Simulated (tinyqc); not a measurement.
Undoped gate-all-around wire MOSFET, analytic charge model: one step of the calculation.

An undoped round wire of radius R under an insulator shell and a surrounding gate; long channel, electrons only, n = ni exp((psi - V)/Vt) with V the quasi-Fermi potential (0 at the source, Vd at the drain), constant mobility, no quantisation. The radial Poisson equation gives n(r) = n(0)/(1 - (1 - b) r^2/R^2)^2 with b = Q0/(Q + Q0). Q is the electron charge per area of the wire surface.

Problem. Constants of the wire. ni = sqrt(Nc Nv) exp(-Eg/(2 Vt)), Eg in volts; Cox = eps0 eox/(R ln(1 + tox/R)); Q0 = 4 eps0 eps_r Vt/R; V0 = dphi + Vt ln[8 eps0 eps_r Vt/(q ni R^2)].

Parameters, values chosen for the exercise; material values close to those of silicon:

| symbol | value | unit | meaning |
|---|---|---|---|
| T | 400 | K | temperature |
| Eg | 1.14 | eV | band gap |
| eps_r | 11.5 |  | relative permittivity of the semiconductor |
| Nc | 4.28e19 | cm^-3 | conduction-band density of states at T |
| Nv | 4.11e19 | cm^-3 | valence-band density of states at T |
| eox | 21.7 |  | relative permittivity of the gate insulator |
| tox | 12 | nm | insulator thickness |
| R | 5 | nm | wire radius |
| dphi | 0.12 | V | gate work function less that of the intrinsic body |

Constants: q = 1.602176634e-19 C, kB = 1.380649e-23 J/K, Vt = kB T/q, eps0 = 8.8541878128e-14 F/cm where lengths are in cm. Results are converted to the units shown.

Give: ni; Cox; Q0; V0.

Solution.

ni = 2.760e12 cm^-3
Cox = 3.140 uF/cm^2
Q0 = 280.8 nC/cm^2
V0 = 0.6283 V

Computed by the program tinyqc: `OMP_NUM_THREADS=1 python tinyqc.py 2460082 2460083 out.jsonl`, one thread of a shared Intel Xeon 2.30GHz, about 0.02 s for the whole run.
